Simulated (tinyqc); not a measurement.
Hubbard chain of 4 sites, step by step. One step of it, computed by the program tinyqc.

Question. Mean-field iteration 2. H(up) = T + U n(down), H(down) = T + U n(up); fill the lowest levels; n(new) = n + mixing (n(out) - n); E = tr T (rho up + rho down) + U sum n_up n_down of the output.

one-body matrix (hopping and site energies) (eV), lower triangle:
```
           1          2          3         4
1   0.000000
2  -1.750000   0.000000
3   0.000000  -1.750000   0.000000
4   0.000000   0.000000  -1.750000  0.000000
```

U = 8.100000 eV

electrons, up and down: 2  2

mixing = 0.500000

n(up) after iteration 1: 1 0.860271, 2 0.169061, 3 0.830939, 4 0.139729

n(down) after iteration 1: 1 0.139729, 2 0.830939, 3 0.169061, 4 0.860271

Give: levels, up; levels, down; energy; n(up) after iteration 2; n(down) after iteration 2.

Answer.

levels, up (eV): 0.0935  1.0111  7.0889  8.0065

levels, down (eV): 0.0935  1.0111  7.0889  8.0065

energy = -2.1445 eV

n(up) after iteration 2: 1 0.8977, 2 0.1443, 3 0.8557, 4 0.1023

n(down) after iteration 2: 1 0.1023, 2 0.8557, 3 0.1443, 4 0.8977
